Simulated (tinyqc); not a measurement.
# Deep-level transient spectroscopy: amplitude against reverse bias

Schottky contact on an n-type layer with shallow donors Nd (all ionised) and a donor-like deep trap, neutral when filled and positive when empty; depletion approximation. Traps within lam of the depletion edge stay filled. A long pulse to Vp fills the traps beyond x1 = Wp - lam; back at Vr those between x1 and x2 = Wr - lam emit. A rate window reads S = C(t2) - C(t1).

lam = sqrt(2 eps0 eps_r (EF - ET)/(q Nd)), EF - ET = Et - (kB T/q) ln(Nc(T)/Nd), Nc(T) = Nc (T/300 K)^1.5. In the steady state at the band bending V, 2 eps0 eps_r V/q = Nd W^2 + Nt (W - lam)^2 (the second term only if W > lam). W(t)^2 = Wr^2 + (Nt/Nd)(x2^2 - x1^2) exp(-en t), C = eps0 eps_r/W; for small Nt, dC/C = -(Nt/2 Nd) G exp(-en t) with G = (x2^2 - x1^2)/Wr^2. Listed at t = 0.

Values chosen for this exercise; material values close to those of silicon:

| symbol | value | unit | meaning |
|---|---|---|---|
| eps_r | 11.6 |  | relative permittivity |
| Nc | 2.84e19 | cm^-3 | conduction-band density of states at 300 K |
| Nd | 2e15 | cm^-3 | shallow donor density |
| Vbi | 0.52 | V | built-in voltage |
| Et | 0.29 | eV | depth of the trap below the conduction edge |
| Nt | 4.8e13 | cm^-3 | trap density |
| Vp | 0 | V | reverse bias during the filling pulse |
| T | 136 | K | temperature of the transient |

Constants: q = 1.602176634e-19 C, kB = 1.380649e-23 J/K, eps0 = 8.8541878128e-14 F/cm where lengths are in cm. Results are converted to the units shown.

Result of one run:
```
Vr (V)  Wr (nm)        G  dC(0)/C (%)  2 Nd |dC|/C (cm^-3)
4.8      1832.4  0.63870     -0.75773            3.0309e13
```

What becomes of these results when the reverse bias Vr is changed from 4.8 to 8 V, all else the same?

Result of the changed run:
```
Vr (V)  Wr (nm)        G  dC(0)/C (%)  2 Nd |dC|/C (cm^-3)
8        2317.1  0.71072     -0.84211            3.3684e13
```

The whole series:
```
Vr (V)  Wr (nm)        G  dC(0)/C (%)  2 Nd |dC|/C (cm^-3)
0.5      805.55  0.24039     -0.28722            1.1489e13
1.6      1159.0  0.44851     -0.53390            2.1356e13
2.6      1404.8  0.53724     -0.63852            2.5541e13
3.7      1632.7  0.59746     -0.70933            2.8373e13
4.8      1832.4  0.63870     -0.75773            3.0309e13
5.9      2012.3  0.66925     -0.79355            3.1742e13
6.9      2162.8  0.69111     -0.81916            3.2766e13
8        2317.1  0.71072     -0.84211            3.3684e13
```

G rises from 0.240 to 0.711, since lam = 351 nm and x1 weigh less in a wider layer. The simple estimate 2 Nd |dC|/C reaches 23.9 % of the true Nt in the first row and 70.2 % in the last.

Computed by the program tinyqc: `OMP_NUM_THREADS=1 python tinyqc.py 2050112 2050113 out.jsonl`, one thread of a shared Intel Xeon 2.30GHz, about 0.01 s for the whole run.
